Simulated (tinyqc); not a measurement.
Valence-band offset from core levels (Kraut method), with the dipole against the affinity rule: two steps of the calculation.

Binding energies are counted downwards from the Fermi level. dEv > 0 means that the valence edge of B lies below that of A, dEc > 0 that the conduction edge of B lies above that of A; dEc + dEv = EgB - EgA. The spectra are made-up values treated as data.

Parameters, values chosen for the exercise; gaps and affinities close to those of gallium arsenide (A) and titanium oxide (B):
- EgA = 1.43 eV (gap of the substrate A)
- EgB = 3.04 eV (gap of the overlayer B)
- cA = 90.88 eV (core level of bare A)
- cB = 76.48 eV (core level of thick B)
- vB = 2.66 eV (valence-band maximum of thick B)
- iA = 91.14 eV (core level of A under a thin film of B)
- iB = 76.55 eV (core level of B in that thin film)
- bg = 64 (background counts in the gap)

Question 1. Valence-band maximum of bare A. Fit a straight line to the leading edge by least squares; the maximum vA lies where it meets the background.

binding energy, point 0 to 5 (eV): [1.02, 1.14, 1.26, 1.38, 1.5, 1.62]
counts on the leading edge, point 0 to 5: [371, 482, 658, 798, 942, 1039]

Find: slope; intercept; vA.

Answer 1.

slope = 1157.1 counts/eV
intercept = -812.43 counts
vA = 0.75741 eV

Question 2. Offsets. dEv = (iB - iA) - (cB - vB) + (cA - vA), dEc = EgB - EgA - dEv.

vA = 0.75740741 eV

Wanted: cA - vA; cB - vB; iB - iA; dEv; dEc.

Answer 2.

cA - vA = 90.123 eV
cB - vB = 73.820 eV
iB - iA = -14.590 eV
dEv = 1.7126 eV
dEc = -0.10259 eV

The alignment is type II (staggered). The conduction-band offset is below the 1 eV usually asked of a gate dielectric. A rigid shift of all levels, by charging or doping, cancels in the differences.

Computed by the program tinyqc: `OMP_NUM_THREADS=1 python tinyqc.py 2410092 2410093 out.jsonl`, one thread of a shared Intel Xeon 2.30GHz, about 0.01 s for the whole run.
